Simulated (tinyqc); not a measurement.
Dopants and charged point defects at anneal temperature: Fermi-level effect, clustering and pairing. Which input was changed? Computed by tinyqc, a small Python program. Command: `OMP_NUM_THREADS=1 python tinyqc.py 3030751 3030752 out.jsonl pairing which`. One thread of a shared host (Intel(R) Xeon(R) Processor @ 2.30GHz), about 0.1 s of CPU time with the checks.

Boltzmann statistics and full ionisation of active dopants. Energies are counted from the valence band; the defect (a vacancy or self-interstitial) has five charge states, with all degeneracy factors one.

Inputs (values chosen for the exercise, with bands modelled on GaAs):
```
quantity,value,unit
gap at 0 K E_g0,1.5,eV
Varshni alpha,0.000541,eV/K
Varshni beta,209,K
electron mass m_e,0.0681,m_0
valleys M_c,1,-
hole mass m_h,0.542,m_0
anneal temperature T,1090,K
total dopant density N,9.7e+19,cm^-3
formation enthalpy of the neutral defect H_f,3.69,eV
formation entropy S_f,3.6,k_B
site density N_s,2.8e+22,cm^-3
dopant atoms per cluster k,4,-
cluster binding energy E_b,1.89,eV
```

Dopant: acceptor. Second part: clustering of the dopant.

defect levels as fractions of E_g(T): (2+/+), (+/0), (0/-), (-/2-): [0.068, 0.23, 0.46, 0.82]

Constants: m_0 = 9.1093837015e-31 kg; k_B = 1.380649e-23 J/K; h = 6.62607015e-34 J s; k_B = 8.617333262e-05 eV/K.

Method:
- E_g = E_g0 - alpha T^2/(T + beta).
- N_c = 2 M_c (2 pi m_e k_B T/h^2)^(3/2) and N_v = 2 (2 pi m_h k_B T/h^2)^(3/2), masses in units of m_0.
- n_i = sqrt(N_c N_v) exp(-E_g/2 k_B T); E_i = E_g/2 + (k_B T/2) ln(N_v/N_c).
- p = A/2 + sqrt(A^2/4 + n_i^2) for an active density A.
- k ionised dopants and k carriers form one neutral cluster: C = N_s (A/N_s)^k (p/N_b)^k exp(E_b/k_B T), N_b the effective density of states of the majority band, and N = A + k C (60 bisections in ln A between ln N - 90 and ln N).
- chi = n/n_i (for acceptors n_i/p); E_F = E_i + k_B T ln chi; field enhancement h = 1 + A/sqrt(A^2 + 4 n_i^2).
- C_0 = N_s exp(S_f/k_B) exp(-H_f/k_B T). Ratios to the neutral state at E_F = E_i: r_+ = exp((E(+/0) - E_i)/k_B T), r_2+ = r_+ exp((E(2+/+) - E_i)/k_B T), r_- = exp((E_i - E(0/-))/k_B T), r_2- = r_- exp((E_i - E(-/2-))/k_B T); at other E_F state q scales as chi^(-q). The enhancement is sum r_q chi^(-q)/sum r_q. The charge on the defects is left out of neutrality.

Task: One of these inputs alone was changed, within the range given: total dopant density N (4.85e+19 to 1.94e+20); cluster binding energy E_b (0.945 to 3.78); formation enthalpy of the neutral defect H_f (1.845 to 7.38); gap at 0 K E_g0 (0.75 to 3). Which one, and to what value?

Results:
```
run,enhancement over intrinsic,"all defects, doped (cm^-3)",active density A (cm^-3)
before,1.893965,1.584987e+08,4.333282e+19
after,0.688113,5.758554e+07,2.012658e+19
```

Result:

Each candidate set to reproduce enhancement over intrinsic, and what it then gives:
```
candidate,range searched,value needed,"all defects, doped (cm^-3)",active density A (cm^-3)
total dopant density N (cm^-3),4.85e+19 to 1.94e+20,out of reach,-,-
cluster binding energy E_b (eV),0.945 to 3.78,2.500,5.7586e+07,2.0127e+19
formation enthalpy of the neutral defect H_f (eV),1.845 to 7.38,no effect,-,-
gap at 0 K E_g0 (eV),0.75 to 3,1.146,6.4342e+07,4.3331e+19
```

Only cluster binding energy E_b fits every result: it went from 1.89 to 2.50 eV. The next best candidate, gap at 0 K E_g0, misses one result by 120 %.
